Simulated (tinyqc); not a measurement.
CCD on RHF in the sto-3g basis, for BeH2, spin multiplicity 1, step by step. One step of it, computed by the program tinyqc.

Question. CCD: starting amplitudes. t_ij^ab = <ij||ab> / (e_i + e_j - e_a - e_b), whose energy is MP2.

orbital energies (hartree): MO1 -4.531080, MO2 -0.423500, MO3 -0.381877, MO4 0.213897, MO5 0.213897, MO6 0.371077, MO7 0.732933

Two-electron integrals over orbitals (pq|rs), unique and non-zero (hartree):
```
(11|11) 2.271841    (21|11) -0.188227   (21|21) 0.024048    (22|11) 0.461600
(22|21) -0.005843   (22|22) 0.377457    (31|31) 0.005160    (32|31) 0.011390
(32|32) 0.159629    (33|11) 0.425062    (33|21) -0.002423   (33|22) 0.389521
(33|33) 0.412883    (41|41) 0.015750    (42|41) 0.014969    (42|42) 0.047630
(43|43) 0.012761    (44|11) 0.569183    (44|21) -0.007342   (44|22) 0.355658
(44|33) 0.338119    (44|44) 0.449859    (51|51) 0.015750    (52|51) 0.014969
(52|52) 0.047630    (53|53) 0.012761    (54|54) 0.024249    (55|11) 0.569183
(55|21) -0.007342   (55|22) 0.355658    (55|33) 0.338119    (55|44) 0.401360
(55|55) 0.449859    (61|11) -0.191876   (61|21) 0.025042    (61|22) -0.006072
(61|33) -0.003123   (61|44) -0.005592   (61|55) -0.005592   (61|61) 0.026177
(62|11) 0.133323    (62|21) -0.006102   (62|22) -0.016004   (62|33) -0.041789
(62|44) 0.065462    (62|55) 0.065462    (62|61) -0.005099   (62|62) 0.082370
(63|31) -0.000702   (63|32) -0.092331   (63|63) 0.086478    (64|41) 0.016234
(64|42) 0.046704    (64|64) 0.049567    (65|51) 0.016234    (65|52) 0.046704
(65|65) 0.049567    (66|11) 0.462584    (66|21) -0.006694   (66|22) 0.378967
(66|33) 0.390085    (66|44) 0.354646    (66|55) 0.354646    (66|61) -0.006526
(66|62) -0.028528   (66|66) 0.395588    (71|31) 0.009766    (71|32) 0.018051
(71|63) -0.000076   (71|71) 0.018655    (72|31) 0.004414    (72|32) -0.039804
(72|63) 0.062433    (72|71) 0.008263    (72|72) 0.057192    (73|11) 0.149084
(73|21) -0.004154   (73|22) 0.000022    (73|33) -0.018035   (73|44) 0.068842
(73|55) 0.068842    (73|61) -0.003563   (73|62) 0.077993    (73|66) -0.021152
(73|73) 0.086524    (74|43) 0.013344    (74|74) 0.016908    (75|53) 0.013344
(75|75) 0.016908    (76|31) 0.009965    (76|32) 0.140229    (76|63) -0.091931
(76|71) 0.016254    (76|72) -0.048497   (76|76) 0.137181    (77|11) 0.550441
(77|21) -0.007720   (77|22) 0.404129    (77|33) 0.420652    (77|44) 0.379446
(77|55) 0.379446    (77|61) -0.007743   (77|62) -0.021307   (77|66) 0.413858
(77|73) 0.001591    (77|77) 0.458958
```

Give: Starting amplitudes; correlation energy.

Answer.

Starting amplitudes (spin orbitals 1a, 1b, ...; amplitudes related by a flip of all spins are not repeated):

| from | to | t |
|---|---|---|
| 3a 3b | 6a 6b | -0.0574 |
| 2a 2b | 6a 6b | -0.0518 |
| 2a 3b | 6a 7b | -0.0408 |
| 3a 3b | 7a 7b | -0.0388 |
| 2a 2b | 4a 4b | -0.0374 |
| 2a 2b | 5a 5b | -0.0374 |
| 2a 3b | 6b 7a | 0.0327 |
| 2a 2b | 7a 7b | -0.0247 |
| 3a 3b | 5a 5b | -0.0107 |
| 3a 3b | 4a 4b | -0.0107 |
| 2a 3a | 6a 7a | -0.0081 |
| 1a 2b | 4a 4b | -0.0028 |
| 1a 2b | 5a 5b | -0.0028 |
| 1a 1b | 6a 6b | -0.0027 |
| 1a 1b | 7a 7b | -0.0018 |
| 1a 1b | 5a 5b | -0.0017 |
| 1a 1b | 4a 4b | -0.0017 |
| 1a 2b | 7a 7b | -0.0013 |
| 1a 2b | 6a 6b | 0.0009 |
| 1a 3b | 6a 7b | 0.0006 |
| 1a 3a | 6a 7a | 0.0006 |
| 1a 3b | 6b 7a | -1.26e-05 |

correlation energy = -0.028909 hartree
